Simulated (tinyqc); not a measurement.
Field dependence: Hall effect and magnetoresistance of several carrier groups with constant relaxation times. Computed by tinyqc, a small Python program. Command: `OMP_NUM_THREADS=1 python tinyqc.py 3001036 3001037 out.jsonl hall2 walk`. One thread of a shared host (Intel(R) Xeon(R) Processor @ 2.30GHz), about 0.01 s of CPU time with the checks.

Group 1 has charge -e and group 2 charge +e; s_i is that sign. B lies along z; mu B is formed with mu in m^2/(V s).

Inputs (values chosen for the exercise, for a model conductor):
```
quantity,value,unit
density n1,3.7e+12,1/cm^2
mobility mu1,31000,cm^2/(V s)
density n2,5.1e+11,1/cm^2
mobility mu2,1000,cm^2/(V s)
magnetic field B,9.6,T
```

Carriers: electrons and holes. Densities: per area (a thin layer).

Constants: e = 1.602176634e-19 C.

Method:
- Weak field: R_H(0) = sum s_i n_i mu_i^2/(e (sum n_i mu_i)^2); MR = c B^2 with c = n1 n2 mu1 mu2 (s1 mu1 - s2 mu2)^2/(n1 mu1 + n2 mu2)^2. Strong field: R_H = 1/(e sum s_i n_i); rho_xx saturates at (n1/mu1 + n2/mu2)/(e (sum s_i n_i)^2).
- sigma_xx = sum n_i e mu_i/(1 + mu_i^2 B^2); sigma_xy = sum s_i n_i e mu_i^2 B/(1 + mu_i^2 B^2).
- rho_xx = sigma_xx/(sigma_xx^2 + sigma_xy^2); Hall coefficient R_H = sigma_xy/(B (sigma_xx^2 + sigma_xy^2)), with B in V s/cm^2 (1 T = 1e-4 V s/cm^2); magnetoresistance MR = rho_xx(B)/rho_xx(0) - 1.

saturation MR = 612.532 %

Against the field:
```
B (T),mu1 B,rho_xx (ohm),R_H (cm^2/C),MR (%)
0.016,4.9600e-02,54.18,-1.6718e+06,1.1553e-03
0.048,1.4880e-01,54.18,-1.6718e+06,1.0397e-02
0.13,4.0300e-01,54.22,-1.6718e+06,7.6258e-02
0.32,9.9200e-01,54.43,-1.6720e+06,4.6177e-01
0.81,2.5110e+00,55.77,-1.6731e+06,2.9467e+00
1.9,5.8900e+00,62.77,-1.6791e+06,1.5869e+01
4.8,1.4880e+01,102.33,-1.7131e+06,8.8888e+01
13,4.0300e+01,238.21,-1.8297e+06,3.3970e+02
39,1.2090e+02,358.83,-1.9333e+06,5.6235e+02
```

What follows from these numbers?

MR starts as B^2.00 and ends as B^0.46; it saturates at 613 %. One group alone would show no magnetoresistance in this model. The rows with mu1 B well above 1 show the semiclassical limit; Landau quantisation is left out. Caution: mu B is well above 1, where Landau quantisation, left out here, shows at low temperature.
